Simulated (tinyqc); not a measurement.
Ferroelectric with a first-order transition, Landau-Devonshire energy: depolarisation in a thin film.

One domain with free energy u = al P^2 + be P^4 + ga P^6 - E P, al = a0 (T - T0), be < 0 < ga (P in uC/cm^2, E in kV/cm, u in mJ/cm^3). Equilibrium: E = 2 al P + 4 be P^3 + 6 ga P^5; a state is stable against small changes where dE/dP > 0. The coercive field is that of uniform switching, which real films, switching by domains, do not reach.

Imperfect screening, an effective length ls = 0.002 nm at each electrode, adds the energy ls P^2/(eps0 t), so al becomes al + ls/(eps0 t) and T0 falls by ls/(eps0 a0 t) (short-circuited film, background permittivity neglected). Ps^2 = [-be + sqrt(be^2 - 3 al ga)]/(3 ga); Pc^2 = [-3 be + sqrt(9 be^2 - 15 al ga)]/(15 ga), Ec = -E(Pc); susceptibility chi = 1/(eps0 dE/dP). TC = T0 + be^2/(4 a0 ga), where u(Ps) = u(0); T1 = T0 + be^2/(3 a0 ga), where the polar minimum disappears.

Values chosen for this exercise: slope of the quadratic coefficient a0 = 0.059 kV cm/(uC K); Curie-Weiss temperature T0 = 450 K; quartic coefficient be = -0.0036 kV cm^5/uC^3; sixth-order coefficient ga = 3.4e-6 kV cm^9/uC^5; temperature T = 400 K.

Constants: eps0 = 8.8541878128e-14 F/cm where lengths are in cm. Results are converted to the units shown.

Result of one run:

| t (nm) | fall of T0 (K) | Ps (uC/cm^2) | depolarising field 2 ls Ps/(eps0 t) (kV/cm) | u(Ps) (mJ/cm^3) |
|---|---|---|---|---|
| 22 | 17.402 | 30.208 | 62.031 | -2169.2 |

What becomes of these results when the film thickness t is changed from 22 to 55 nm, all else the same?

Result of the changed run:

| t (nm) | fall of T0 (K) | Ps (uC/cm^2) | depolarising field 2 ls Ps/(eps0 t) (kV/cm) | u(Ps) (mJ/cm^3) |
|---|---|---|---|---|
| 55 | 6.9609 | 31.050 | 25.504 | -2747.5 |

The whole series:

| t (nm) | fall of T0 (K) | Ps (uC/cm^2) | depolarising field 2 ls Ps/(eps0 t) (kV/cm) | u(Ps) (mJ/cm^3) |
|---|---|---|---|---|
| 5.6 | 68.366 | 22.098 | 178.27 | 66.609 |
| 8.9 | 43.017 | 27.552 | 139.85 | -899.97 |
| 14 | 27.346 | 29.300 | 94.549 | -1649.4 |
| 22 | 17.402 | 30.208 | 62.031 | -2169.2 |
| 35 | 10.939 | 30.741 | 39.678 | -2523.5 |
| 55 | 6.9609 | 31.050 | 25.504 | -2747.5 |
| 86 | 4.4518 | 31.239 | 16.410 | -2891.1 |
| 140 | 2.7346 | 31.365 | 10.121 | -2990.4 |
| 210 | 1.8231 | 31.432 | 6.7618 | -3043.4 |

As the film thickens from 5.6 to 210 nm, Ps rises from 22.1 to 31.4 uC/cm^2 (bulk 31.6) and the depolarising field falls from 178 to 6.76 kV/cm. The polar state is the lowest for t > 5.79 nm and exists at all for t > 5.35 nm.

Program tinyqc, `OMP_NUM_THREADS=1 python tinyqc.py 2860119 2860120 out.jsonl`; Intel Xeon 2.30GHz, shared host, one thread, about 0.01 s.
